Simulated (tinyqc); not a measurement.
From the diamond lattice to a polar crystal: two-band k.p model of the X valleys of a zinc-blende crystal.

k along the valley axis, counted from X, c = hbar^2/2m0, e = c k^2/ml. H = [[e - D/2, i P k], [-i P k, e + D/2]] with P^2 = D0 c/ml, so E = e -/+ sqrt(D^2/4 + D0 e). For D = 0 (diamond lattice) the bands cross at X.

With x = D/D0: for x < 1 the minima lie at k_m = sqrt(ml D0 (1 - x^2)/(4 c)), the hump at X has the height dE = (D0/4)(1 - x)^2 and the mass at the minimum is ml/(1 - x^2); the mass at X is ml/(1 - 1/x), negative for x < 1. For x > 1 the minimum is at X.

Constants: hbar^2/2m0 = 3.80998211 eV angstrom^2.

Parameters, chosen for this exercise (out of a larger set: of the order of those of GaP; not measured data): D0 = 0.479 eV (coupling energy); ml = 0.846 m0 (mass along the axis from remote bands).

D is varied at fixed D0 and ml.

Results:
```
x     D (eV)  k_m (1/angstrom)  dE (meV)  mass at the minimum
0.00   0.000            0.1631    119.75                0.846
0.60   0.287            0.1305     19.16                1.322
0.80   0.383            0.0978      4.79                2.350
0.90   0.431            0.0711      1.20                4.453
1.10   0.527            0.0000      0.00                9.306
1.30   0.623            0.0000      0.00                3.666
2.00   0.958            0.0000      0.00                1.692
4.00   1.916            0.0000      0.00                1.128
```

Give the missing row, x = 0.30.

Computed row:
```
x     D (eV)  k_m (1/angstrom)  dE (meV)  mass at the minimum
0.30   0.144            0.1556     58.68                0.930
```

At D = 0 the minima lie 0.1631 1/angstrom from X under a cusp of D0/4 = 120 meV, the pattern of silicon. The hump shrinks as (1 - x)^2, faster than k_m, so at x = 0.9 it is only 1.20 meV although k_m is still 44 % of its first value. The mass diverges at x = 1 from both sides (4.45 at 0.9, 9.31 at 1.1), where the band is quartic.

(tinyqc, `OMP_NUM_THREADS=1 python tinyqc.py 1880229 1880230 out.jsonl`, Intel(R) Xeon(R) Processor @ 2.30GHz, 1 thread, shared host, about 0.01 s.)
